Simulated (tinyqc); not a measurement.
Octagonal on-chip spiral inductor, lumped pi model: two steps of the calculation.

Outer diameter do = di + 2 n wd + 2 (n - 1) sp, mean da = (do + di)/2, fill p = (do - di)/(do + di), length l = 3.314 n da. L = 2.25 mu0 n^2 da/(1 + 3.55 p), mu0 = 4 pi 1e-7 H/m. Rs = rho l/(wd delta (1 - exp(-th/delta))), delta = sqrt(rho/(pi f mu0)). Cs = n wd^2 eps0 eo/hu across the coil. At each end Cox = l wd eps0 eo/(2 ho) leads to the substrate branch Rsi = 2 rs he/(l wd) in parallel with Csi = l wd eps0 11.7/(2 he). With one end grounded Y = 1/(Rs + i w L) + i w Cs + 1/[1/(i w Cox) + 1/(1/Rsi + i w Csi)], w = 2 pi f; Q = -Im Y/Re Y. Eddy currents in neighbouring turns and in the substrate are left out.

Inputs (values chosen for the exercise); values of the order met in silicon radio-frequency processes: number of turns n = 5.5; line width wd = 20 um; space between turns sp = 2 um; inner diameter di = 140 um; metal thickness th = 4 um; metal resistivity rho = 1.9 uohm cm; oxide below the coil ho = 3.5 um; oxide between coil and underpass hu = 1 um; relative permittivity of the oxide eo = 3; substrate resistivity rs = 20 ohm cm; effective spreading depth in the substrate he = 30 um; frequency f = 2.7 GHz.

Constants: eps0 = 8.8541878128e-12 F/m. Results are converted to the units shown.

Task 1. Geometry and model elements. do, l, L, delta, Rs, Cs, Cox, Rsi and Csi as defined.

Find: do; l; L; delta; Rs; Cs; Cox; Rsi; Csi.

Result 1.

do = 378.00 um
l = 4720.8 um
L = 8.4194 nH
delta = 1.3351 um
Rs = 3.5358 ohm
Cs = 58.438 fF
Cox = 358.28 fF
Rsi = 127.10 ohm
Csi = 163.02 fF

Task 2. Admittance, quality factor and apparent inductance. Series branch 1/(Rs + i w L), substrate branch, total Y, Q = -Im Y/Re Y, apparent inductance Im(1/Y)/w, metal-only value w L/Rs, share of the loss in the substrate Re(substrate branch)/Re Y.

L = 8.4194417 nH
Rs = 3.5358456 ohm
Cs = 58.437640 fF
Cox = 358.27532 fF
Rsi = 127.09729 ohm
Csi = 163.01527 fF

Wanted: series branch; substrate branch; Y; Q; apparent inductance; w L/Rs; share of the loss in the substrate.

Result 2.

series branch = 0.173-6.997i mS
substrate branch = 2.074+3.746i mS
Y = 2.248-2.259i mS
Q = 1.005
apparent inductance = 13.11 nH
w L/Rs = 40.40
share of the loss in the substrate = 92.29 %

Q is 2.49 % of the metal-only value.

Computed by the program tinyqc: `OMP_NUM_THREADS=1 python tinyqc.py 2302204 2302205 out.jsonl`, one thread of a shared Intel Xeon 2.30GHz, about 0.01 s for the whole run.
